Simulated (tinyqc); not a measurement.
BCS gap equation with a constant attraction inside the Debye window: one step, computed by the program tinyqc. Command: `OMP_NUM_THREADS=1 python tinyqc.py 3030410 3030411 out.jsonl bcs walk`. One thread of a shared host (Intel(R) Xeon(R) Processor @ 2.30GHz), about 0.01 s of CPU time with the checks.

Pairs attract with strength V for |xi| < k_B Theta; N(0) is the density of states for one spin. Energies are given as temperatures (E/k_B, in K) unless marked.

Problem. Lengths and fields. xi_0 = hbar v_F/(pi Delta_0); lambda_L = sqrt(m_0 eps_0 c^2/(n e^2)); N(0) = 3 n/(2 m_0 v_F^2) for one spin; condensation energy N(0) Delta_0^2/2 = B_c^2/(2 mu_0), mu_0 = 1/(eps_0 c^2); with scattering lambda = lambda_L sqrt(1 + xi_0/l) in the local limit (where xi_0 and l both exceed lambda, nonlocal response makes the true depth larger); Ginzburg-Landau kappa = 0.96 lambda_L/xi_0 + 0.72 lambda_L/l. Free-electron mass throughout; heavier carriers, as in niobium or vanadium, give a larger lambda_L and kappa and can make the metal type II.

Inputs (values chosen for the exercise, modelled on lead):
```
quantity                   value      unit
Debye temperature Theta     95.7         K
Fermi velocity v_F       1.9e+06       m/s
electron density n          13.8  1e28/m^3
mean free path l             6.3        nm
```

Solver: secant.

Delta_0 = 12.60227 K

Constants: hbar = 1.054571817e-34 J s; k_B = 1.380649e-23 J/K; m_0 = 9.1093837015e-31 kg; eps_0 = 8.8541878128e-12 F/m; c = 299792458 m/s; e = 1.602176634e-19 C.

Give: coherence length xi_0; London depth lambda_L; critical field B_c(0); depth with scattering; Ginzburg-Landau kappa.

Solution.

coherence length xi_0 = 366.6 nm

London depth lambda_L = 14.31 nm

critical field B_c(0) = 48.94 mT

depth with scattering = 110.1 nm

Ginzburg-Landau kappa = 1.672

kappa exceeds 1/sqrt(2): type II, and the sample is dirty, l well below xi_0.
